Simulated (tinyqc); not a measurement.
# Implanted layer, carriers, mobility and sheet resistance with incomplete ionisation: two studies

An n-type layer from the surface x = 0 to the junction xj, N(x) = N0 exp(-(x - Rp)^2/(2 sg^2)). Local neutrality (no depletion at surface or junction, no spilling of carriers), intrinsic carriers neglected, Boltzmann statistics.

Values chosen for this exercise; values close to those of arsenic in silicon over a p-type background: temperature T = 400 K; background doping of the opposite type Nb = 4.3e14 cm^-3; peak chemical concentration N0 = 9.5e16 cm^-3; mobility limit at high doping m1 = 50.5 cm^2/(V s); mobility limit at low doping, at 300 K m2 = 1400 cm^2/(V s); reference doping of the mobility law Nr = 9.38e16 cm^-3; exponent of the mobility law am = 0.676; temperature exponent of m2 bt = 2.1; solubility limit of active dopant Ns = 1.94e20 cm^-3; conduction-band density of states at T NB = 4.22e19 cm^-3; ionisation energy in the dilute limit Ei = 0.0543 eV; degeneracy factor of the level gd = 2; lowering of Ei per N^(1/3) ks = 0 eV cm; straggle after annealing sg = 85 nm; projected range Rp = 130 nm.

Constants: q = 1.602176634e-19 C, kB = 1.380649e-23 J/K, Vt = kB T/q. Results are converted to the units shown.

Each table varies one quantity; the others keep the values above.

## Effect of the peak chemical concentration

xj = Rp + sg sqrt(2 ln(N0/Nb)). Active dopant A = min(N, Ns); n solves n (n + Nb)/(A - Nb - n) = K, K = (NB/gd) exp(-E/Vt), E = max(Ei - ks A^(1/3), 0), so n = 2 K (A - Nb)/[Nb + K + sqrt((Nb + K)^2 + 4 K (A - Nb))]; mobility mu = m1 + (m2 (T/300 K)^(-bt) - m1)/(1 + ((A + Nb)/Nr)^am). Dose = integral of N, carrier sheet density = integral of n, 1/Rs = q integral of n mu, mean mobility 1/(q Rs sheet density), Hall mobility (unit Hall factor) = integral of n mu^2 over integral of n mu, Hall sheet density = (integral of n mu)^2/integral of n mu^2; all from 0 to xj. Integrals on 4000 steps.

Effect of the peak chemical concentration:

| N0 (cm^-3) | xj (nm) | dose (cm^-2) | carriers (cm^-2) | Rs (ohm/square) | mean mobility (cm^2/(V s)) | Rs xj (ohm nm) | Hall/true sheet density |
|---|---|---|---|---|---|---|---|
| 4.3e15 | 312.4 | 8.438e10 | 7.089e10 | 1.271e5 | 692.7 | 3.971e7 | 0.9997 |
| 9.7e15 | 342.2 | 1.923e11 | 1.773e11 | 5.378e4 | 654.5 | 1.840e7 | 0.9990 |
| 2.2e16 | 368.5 | 4.380e11 | 4.206e11 | 2.484e4 | 597.4 | 9.153e6 | 0.9971 |
| 5e16 | 392.2 | 9.970e11 | 9.719e11 | 1.234e4 | 520.4 | 4.839e6 | 0.9926 |
| 1.1e17 | 413.1 | 2.195e12 | 2.138e12 | 6745 | 432.8 | 2.786e6 | 0.9840 |
| 2.6e17 | 434.2 | 5.189e12 | 4.961e12 | 3764 | 334.2 | 1.634e6 | 0.9680 |
| 5.8e17 | 452.7 | 1.158e13 | 1.061e13 | 2334 | 252.0 | 1.057e6 | 0.9470 |
| 1.3e18 | 470.3 | 2.595e13 | 2.195e13 | 1527 | 186.3 | 7.179e5 | 0.9230 |
| 3e18 | 487.6 | 5.989e13 | 4.413e13 | 1029 | 137.5 | 5.015e5 | 0.9004 |

What does the table show?

As N0 goes from 4.3e15 to 3e18, xj rises from 312 to 488 nm, Rs falls from 1.27e5 to 1030 ohm/square, the mean mobility falls from 693 to 138 cm^2/(V s) and the share of the dose that conducts goes from 84.0 through a maximum of 97.5 (at N0 = 5e16 among the rows listed) to 73.7 %. Rs goes as dose^(-1.04) at the low end and dose^(-0.47) at the high end; constant mobility and activation would give -1.

## Effect of the straggle after annealing

Same model as above.

Integrals on 4000 steps.

Effect of the straggle after annealing:

| sg (nm) | xj (nm) | dose (cm^-2) | carriers (cm^-2) | Rs (ohm/square) | mean mobility (cm^2/(V s)) | Rs xj (ohm nm) | Hall/true sheet density |
|---|---|---|---|---|---|---|---|
| 47 | 284.4 | 1.115e12 | 1.087e12 | 1.253e4 | 458.5 | 3.563e6 | 0.9812 |
| 70 | 360.0 | 1.613e12 | 1.573e12 | 8750 | 453.4 | 3.150e6 | 0.9847 |
| 100 | 458.6 | 2.150e12 | 2.096e12 | 6662 | 447.0 | 3.055e6 | 0.9863 |
| 150 | 622.9 | 2.881e12 | 2.807e12 | 5011 | 443.8 | 3.121e6 | 0.9851 |
| 230 | 885.7 | 3.908e12 | 3.806e12 | 3687 | 444.8 | 3.266e6 | 0.9833 |
| 340 | 1247 | 5.250e12 | 5.112e12 | 2730 | 447.3 | 3.404e6 | 0.9822 |

Read the table: what changes, and by how much?

As sg goes from 47 to 340, xj rises from 284 to 1250 nm, Rs falls from 12500 to 2730 ohm/square, the mean mobility goes from 458 through a minimum of 444 (at sg = 150 among the rows listed) to 447 cm^2/(V s) and the share of the dose that conducts stays near 97.4 %. The peak N0 is held, so the dose changes too. Rs goes as sg^(-0.77) over the table.

Computed by the program tinyqc: `OMP_NUM_THREADS=1 python tinyqc.py 2110091 2110092 out.jsonl`, one thread of a shared Intel Xeon 2.30GHz, about 0.01 s for the whole run.
